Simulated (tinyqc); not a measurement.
Ion-assisted plasma etching: sheath, surface coverage, synergy and aspect-ratio dependence: one step, computed by the program tinyqc.

Radicals adsorb on bare sites; ions remove covered sites with a high yield and bare sites by sputtering; a slow spontaneous reaction acts everywhere, walls included.

Problem. Open-field etch rate. Steady coverage: s G_n (1 - theta) = x Y G_i theta; removal flux = Y G_i theta + Y_p G_i (1 - theta) + k_c G_n; rate = flux/N, 1 cm/s = 6e8 nm/min. Lateral rate = k_c G_n/N; anisotropy = 1 - lateral/vertical; synergy = vertical/(ions alone + radicals alone), with ions alone Y_p G_i/N and radicals alone the lateral rate.

Inputs (values chosen for the exercise, close to those used for silicon in a halogen plasma): gas temperature T_g = 600 K; sticking coefficient s = 0.23; radicals per removed unit x = 2; spontaneous reaction probability k_c = 0.00041; solid density N = 5e+22 1/cm^3.

Feature: long trench.

yield Y = 1.248359

sputter yield Y_p = 0.1070632

ion flux G_i = 1.674443e+16 1/(cm^2 s)

radical flux G_n = 2.392812e+18 1/(cm^2 s)

Give: coverage theta; vertical rate; lateral rate; anisotropy; synergy.

Solution.

coverage theta = 0.9294

vertical rate = 246.4 nm/min

lateral rate = 11.77 nm/min

anisotropy = 0.9522

synergy = 7.403

The surface is nearly saturated: ions limit the ion-assisted part.
